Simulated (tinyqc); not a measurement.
Valley splitting in a one-orbital chain of atomic planes (second-neighbour model): sweeps and comparisons. A value that a table varies takes the place of the one given here.

Each (001) plane carries one orbital with energy e0, hopping v to the next plane and u to the second: E(phi) = e0 + 2 v cos(phi) + 2 u cos(2 phi), where phi = pi - k a/4 (the sign of every second orbital is chosen so that v > 0, which shifts the phase by pi). The minimum lies at cos(phi0) = -v/(4u), phi0 = pi - (pi/2) k0 for a valley at k0 (2 pi/a), and e0 puts it at zero. A slab of N planes has hard walls: the matrix simply ends.

A well of Nw planes between barriers of 40 planes each (as of a SiGe alloy, taken as an offset alone). With x = j - 39.5 for plane j = 0, 1, ..., the potential is V0 (f(x) + f(Nw - x)) + F (j - 40) a/4, f(y) = 1/(1 + exp(y/L)), a step for L = 0; L is in planes, 4 L is about the distance over which f goes from 0.88 to 0.12, and 1 MV/m = 1e-4 V/angstrom.

Constants: hbar^2/2m0 = 3.80998211 eV angstrom^2.

Values chosen for the exercise (near those of the Delta valleys of silicon; abrupt walls in this chain split the valleys several times more than measured wells; not measured data):
- a = 5.44 angstrom (lattice constant; planes lie a/4 apart)
- ml = 0.878 m0 (longitudinal mass)
- N0 = 20 (first number of planes)
- Nf = 150 (planes in the thick slab)
- V0 = 0.1 eV (barrier height)
- F = 5 MV/m (field)
- Nw = 70 (planes in the well)
- k0 = 0.861 2 pi/a (position of the valley)

## Splitting against the number of planes

u = 0.615405 eV
v = 0.533212 eV
e0 = 1.346310 eV
phi0 = 1.789137 rad

Ten slabs from N0 on, of thickness (N - 1) a/4 between the outer planes. Effective mass: E1 = (c/ml)(pi/W)^2 with W = (N + 2) a/4: the amplitude vanishes on two missing planes at each end, and the envelope has its nodes N + 2 spacings apart. Large-N estimate of the splitting: 16 pi^2 u |sin(phi0) sin((N + 2) phi0)|/(N + 2)^3.

Doublet (meV):

| N | thickness (angstrom) | mean level | effective mass | splitting | estimate |
|---|---|---|---|---|---|
| 20 | 25.84 | 47.76 | 47.84 | 8.724 | 8.873 |
| 21 | 27.20 | 43.50 | 43.77 | 2.685 | 2.375 |
| 22 | 28.56 | 40.08 | 40.20 | 5.699 | 5.929 |
| 23 | 29.92 | 36.92 | 37.05 | 4.267 | 4.122 |
| 24 | 31.28 | 34.10 | 34.25 | 2.851 | 3.076 |
| 25 | 32.64 | 31.72 | 31.76 | 4.498 | 4.462 |
| 26 | 34.00 | 29.39 | 29.53 | 0.555 | 0.730 |
| 27 | 35.36 | 27.51 | 27.53 | 3.851 | 3.885 |
| 28 | 36.72 | 25.63 | 25.73 | 1.041 | 0.927 |
| 29 | 38.08 | 24.06 | 24.10 | 2.744 | 2.817 |

How do the results move?

The mean level falls smoothly, from 47.8 to 24.1 meV, within 0.7 % of the effective-mass value. The splitting swings between 0.555 (N = 26) and 8.724 meV (N = 20): one plane more or less changes the phase between the two walls by phi0 = 1.789 rad. The estimate misses the computed values by at most 0.311 meV.

## Splitting against the electric field

A thick slab in a field F: plane j = 0, 1, ... gains the energy F j a/4 (1 MV/m = 1e-4 V/angstrom), which presses the electron against the first wall. The exponent is the slope of ln(splitting) against ln F between 20 and 50 MV/m.

Doublet:

| F (MV/m) | mean level (meV) | splitting (meV) | splitting/F (meV per MV/m) |
|---|---|---|---|
| 1 | 8.01 | 0.1394 | 0.1394 |
| 2 | 12.63 | 0.2787 | 0.1393 |
| 5 | 22.99 | 0.6968 | 0.1394 |
| 10 | 36.05 | 1.3938 | 0.1394 |
| 20 | 56.34 | 2.7886 | 0.1394 |
| 30 | 73.00 | 4.1841 | 0.1395 |
| 50 | 100.90 | 6.9769 | 0.1395 |

exponent = 1.00

What does this show, and why?

The splitting goes from 0.1394 to 6.9769 meV. At high field it grows as F^1.00: at a single hard wall it follows the squared slope of the envelope, which is proportional to F, while the level itself grows about as F^(2/3) (here F^0.64). A hard wall is the sharpest interface possible; real Si interfaces split several times less.

## Sharp and graded interfaces

The lowest doublet for several interface widths L.

Doublet:

| L (planes) | 4 L (angstrom) | mean level (meV) | splitting (micro-eV) |
|---|---|---|---|
| 0.00 | 0.00 | 20.17 | 696.92 |
| 0.25 | 1.36 | 20.22 | 373.90 |
| 0.50 | 2.72 | 20.31 | 70.09 |
| 0.75 | 4.08 | 20.42 | 11.23 |
| 1.00 | 5.44 | 20.56 | 1.78 |
| 1.50 | 8.16 | 20.94 | 0.04 |
| 2.00 | 10.88 | 21.40 | 0.00 |

What can be read from the table?

The mean level moves by +1.2 meV over the table, while the splitting falls from 696.9 micro-eV at a step to 1.78 at L = 1 plane, a factor 392. Coupling the valleys needs the Fourier component of the potential at twice the valley wave vector, a period of a few planes, and grading removes it. Random alloy disorder, left out here, sets the splitting once this part is gone.

## What each parameter does

Step interfaces (L = 0). u, v, e0 follow from 8 u sin^2(phi0) = (2c/ml)/(a/4)^2, v = -4u cos(phi0), e0 = 2u + v^2/(4u), c = hbar^2/2m0. Each row changes one parameter from the base and keeps the others.

Results:

| case | mean level (meV) | splitting (micro-eV) |
|---|---|---|
| base | 20.17 | 696.9 |
| k0 = 0.871 2 pi/a | 20.17 | 696.0 |
| ml = 0.966 m0 | 19.58 | 696.9 |
| V0 = 0.15 eV | 20.83 | 697.0 |
| F = 10 MV/m | 30.20 | 1393.6 |
| Nw = 71 | 20.17 | 698.1 |

How do the results move?

The largest shifts from the base row, up to three for each result and ties (the steps differ in size, so this ranks the rows, not the parameters). mean level (meV): F +10.03, V0 +0.66, ml -0.59; unchanged at the printed digits by k0 and Nw. splitting (micro-eV): F +696.7, Nw +1.2, k0 -0.9; unchanged at the printed digits by ml.

Computed by tinyqc, a small Python program: `OMP_NUM_THREADS=1 python tinyqc.py 1481934 1481935 out.jsonl` (the numbers bound the seed that draws the inputs); one thread of a shared host (Intel(R) Xeon(R) Processor @ 2.30GHz), about 0.01 s for the whole set of steps.
